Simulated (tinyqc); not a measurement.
Inside a calculation. Method: LCCD on RHF in the 6-311g basis, for H2, spin multiplicity 1. One step of it, computed by the program tinyqc.

Task: LCCD: starting amplitudes. t_ij^ab = <ij||ab> / (e_i + e_j - e_a - e_b), whose energy is MP2.

orbital energies (hartree): MO1 -0.558940, MO2 0.147283, MO3 0.316734, MO4 0.596964, MO5 2.569343, MO6 2.609130

Two-electron integrals over orbitals (pq|rs), unique and non-zero (hartree):
```
(11|11) 0.607185    (21|21) 0.058456    (22|11) 0.358192    (22|22) 0.305979
(31|11) -0.127104   (31|22) -0.031323   (31|31) 0.054620    (32|21) 0.019508
(32|32) 0.034625    (33|11) 0.360484    (33|22) 0.276976    (33|31) -0.037685
(33|33) 0.281724    (41|21) -0.069552   (41|32) -0.000506   (41|41) 0.102337
(42|11) -0.138935   (42|22) -0.051711   (42|31) 0.043838    (42|33) -0.048721
(42|42) 0.059558    (43|21) 0.039504    (43|32) 0.016951    (43|41) -0.046400
(43|43) 0.033461    (44|11) 0.480898    (44|22) 0.331262    (44|31) -0.082100
(44|33) 0.311064    (44|42) -0.103532   (44|44) 0.418307    (51|11) -0.078270
(51|22) -0.013901   (51|31) 0.044934    (51|33) -0.021430   (51|42) 0.028721
(51|44) -0.056682   (51|51) 0.078683    (52|21) -0.004748   (52|32) 0.004415
(52|41) 0.013237    (52|43) -0.010217   (52|52) 0.014241    (53|11) 0.100363
(53|22) 0.034281    (53|31) -0.037742   (53|33) 0.034500    (53|42) -0.036087
(53|44) 0.070660    (53|51) -0.041657   (53|53) 0.034679    (54|21) 0.015557
(54|32) -0.018581   (54|41) -0.040024   (54|43) 0.015492    (54|52) -0.022602
(54|54) 0.048876    (55|11) 0.615946    (55|22) 0.354879    (55|31) -0.136118
(55|33) 0.360745    (55|42) -0.144276   (55|44) 0.490428    (55|51) -0.121920
(55|53) 0.120903    (55|55) 0.681880    (61|21) -0.028929   (61|32) 0.017037
(61|41) 0.060798    (61|43) -0.029777   (61|52) 0.030563    (61|54) -0.061175
(61|61) 0.085203    (62|11) -0.027445   (62|22) 0.009161    (62|31) 0.022719
(62|33) -0.002990   (62|42) 0.007176    (62|44) -0.014306   (62|51) 0.036516
(62|53) -0.016656   (62|55) -0.049424   (62|62) 0.024567    (63|21) 0.031737
(63|32) -0.003776   (63|41) -0.050333   (63|43) 0.022509    (63|52) -0.012360
(63|54) 0.032045    (63|61) -0.045562   (63|63) 0.032389    (64|11) 0.137817
(64|22) 0.031346    (64|31) -0.060154   (64|33) 0.044924    (64|42) -0.048389
(64|44) 0.092106    (64|51) -0.073676   (64|53) 0.050394    (64|55) 0.176732
(64|62) -0.037842   (64|64) 0.088212    (65|21) 0.096593    (65|32) 0.002049
(65|41) -0.143231   (65|43) 0.073537    (65|52) -0.039904   (65|54) 0.090015
(65|61) -0.129679   (65|63) 0.089531    (65|65) 0.270497    (66|11) 0.639354
(66|22) 0.369895    (66|31) -0.149080   (66|33) 0.366707    (66|42) -0.155537
(66|44) 0.515748    (66|51) -0.150862   (66|53) 0.136022    (66|55) 0.718294
(66|62) -0.057057   (66|64) 0.197873    (66|66) 0.773766
```

Give: Starting amplitudes; correlation energy.

Result:

Starting amplitudes (spin orbitals 1a, 1b, ...; amplitudes related by a flip of all spins are not repeated):
```
from      to        t
1a 1b  4a 4b  -0.0443
1a 1b  2a 2b  -0.0414
1a 1b  2a 4b   0.0374
1a 1b  3a 3b  -0.0312
1a 1b  4a 6b  -0.0141
1a 1b  6a 6b  -0.0134
1a 1b  5a 5b  -0.0126
1a 1b  3a 5b  -0.0112
1a 1b  2a 6b   0.0075
```

correlation energy = -0.019134 hartree
